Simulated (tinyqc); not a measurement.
Reflectance across the plasma edge: free-carrier optics of a doped semiconductor (Drude model with one polar phonon).

eps(E) = ei [1 - Ep^2/(E^2 + i E Gam)] + (es - ei) wT^2/(wT^2 - E^2 - i E gT), with Ep^2 = 8 pi c (e^2/(4 pi eps0)) N/(m ei), c = hbar^2/2m0, N in 1/angstrom^3 (1e-24 per 1/cm^3); Gam = hbar/tau, tau = mu m m0/e with m0/e = 5.685630e-12 kg/C and mu in m^2/(V s). Energies in meV.

n + i k = sqrt(eps1 + i eps2) with k >= 0; R = ((n - 1)^2 + k^2)/((n + 1)^2 + k^2) at normal incidence from vacuum; alpha = 2 E k/(hbar c), times 1e8 for 1/cm; loss function Im(-1/eps) = eps2/(eps1^2 + eps2^2).

Constants: hbar^2/2m0 = 3.80998211 eV angstrom^2; e^2/(4 pi eps0) = 14.39964547 eV angstrom; hbar = 6.58211957e-16 eV s; hbar c = 1973.269805 eV angstrom.

Values chosen for the exercise (mass and dielectric values near those of SiC; N and mu are free inputs; interband absorption and the rise of the mass with filling are left out; not measured data): N = 4.1e+19 1/cm^3 (carrier density); m = 0.385 m0 (conductivity mass); mu = 96 cm^2/(V s) (mobility); ei = 6.59 (high-frequency dielectric constant); wT = 96.9 meV (TO phonon); es = 9.85 (static dielectric constant); gT = 0.7 meV (phonon damping).

Spectrum:
```
E (meV)     eps1    eps2      R  alpha (1/cm)
14.9     -112.12  256.57  0.878      2.11e+04
44.8      -38.40   34.37  0.822      3.05e+04
104.5     -25.70    4.65  0.935      5.39e+04
126.9      -6.56    2.18  0.808      3.34e+04
149.3      -2.09    1.34  0.594      2.29e+04
164.2      -0.41    1.01  0.282      1.44e+04
186.6       1.28    0.69  0.024      5.61e+03
223.9       2.97    0.40  0.073      2.66e+03
298.5       4.58    0.17  0.132      1.22e+03
447.8       5.70    0.05  0.168           487
746.4       6.27    0.01  0.184           168
```

Give the missing row, E (meV) = 74.6.

Computed row:
```
E (meV)   eps1  eps2      R  alpha (1/cm)
74.6     -7.84  9.53  0.633      2.40e+04
```

Ep = 149.3 meV and Gam = 31.3 meV. R is 0.878 at the lowest energy and lowest, 0.024, at 186.6 meV of those listed; without damping and phonon it would vanish at Ep sqrt(ei/(ei - 1)) = 162.1 meV. At the highest energy R is 0.184, against 0.193 for ei alone. Between the last two rows alpha goes as E^-2.09, where the Drude limit far above Ep and Gam is E^-2. Inside the metallic range the phonon cuts a dip in R near L-, below wT = 96.9 meV, which the rows may miss.

tinyqc: `OMP_NUM_THREADS=1 python tinyqc.py 1682035 1682036 out.jsonl`; about 0.01 s, one thread, shared Intel(R) Xeon(R) Processor @ 2.30GHz.
